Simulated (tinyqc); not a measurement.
Anisotropic wet etching of Si(100): plane rates, V-grooves, membranes and undercut: one step, computed by the program tinyqc.

A long slot opens the mask on a (100) wafer. The floor etches at R100; (111) walls stand at theta = arctan(sqrt2) = 54.7356 degrees to the surface and recede at R111 along their normal.

Task: Designing a membrane from the back side. Etch depth d - membrane, time = depth/R100; for a membrane as wide as w the opening must be w + sqrt2 depth - 2 u time; oxide mask consumed R_ox x time; a 1 K error changes the depth by the fraction E/(k_B T^2); a convex mask corner, such as that of a mesa, would retreat by c x depth.

Inputs (values chosen for the exercise, close to those used for potassium hydroxide solutions):
```
quantity                                                                  value  unit
activation energy of (100), E                                              0.59    eV
corner undercut rate over (100) rate, c                                     2.4     -
bath temperature T                                                           75     C
width w (mask opening along <110>, or membrane width in the design step)     21    um
wafer thickness d                                                           525    um
membrane thickness wanted                                                   6.4    um
```

R100 = 1.381882 um/min

lateral rate u = 0.03197092 um/min

R_ox = 0.008608083 um/min

Constants: k_B = 8.617333262e-05 eV/K.

Give: time to reach the membrane; opening needed; oxide consumed; depth error per kelvin; retreat of a convex corner.

Result:

time to reach the membrane = 375.3 min

opening needed = 730.4 um

oxide consumed = 3230 nm

depth error per kelvin = 29.29 um

retreat of a convex corner = 1244.64 um

The error per kelvin is 458 % of the membrane, so a timed etch cannot hold it and an etch stop is needed. The oxide loss calls for a nitride mask. A corner retreat larger than the depth shows why mesas need compensation structures. Caution: the remaining silicon is too narrow for its thickness to act as a membrane. Caution: rates also depend on concentration, doping, additives and stirring, all held fixed here.
